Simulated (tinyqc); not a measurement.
Inside a calculation. Method: Luttinger-Kohn k.p, four valence bands. One step of it, computed by the program tinyqc.

Question. Bloch Hamiltonian at k. P = c g1 k^2, Q = c g2 (kx^2 + ky^2 - 2 kz^2), R = c sqrt3 [-g2 (kx^2 - ky^2) + 2i g3 kx ky], S = 2 c sqrt3 g3 (kx - i ky) kz, c = hbar^2/2m = 3.809982 eV angstrom^2; rows [P+Q, -S, R, 0], [-S*, P-Q, 0, R], [R*, 0, P-Q, S], [0, R*, S*, P+Q]. The path ends lie at |k| = 0.06 1/angstrom.

Luttinger parameters chosen for this model; energies are counted downward from the top of the valence band:

| parameter | value | unit |
|---|---|---|
| g1 | 16.320000 |  |
| g2 | 1.530000 |  |
| g3 | 2.500000 |  |

k point k (1/angstrom): -0.025000  0.009000  0.048000

Give: H(k) at k.

Answer.

H(k) at k (eV), lower triangle (Hermitian):
```
                3/2            1/2           -1/2   -3/2
3/2           0.164
1/2    0.040-0.014i          0.210
-1/2  -0.005+0.007i          0.000          0.210
-3/2          0.000  -0.005+0.007i  -0.040+0.014i  0.164
```
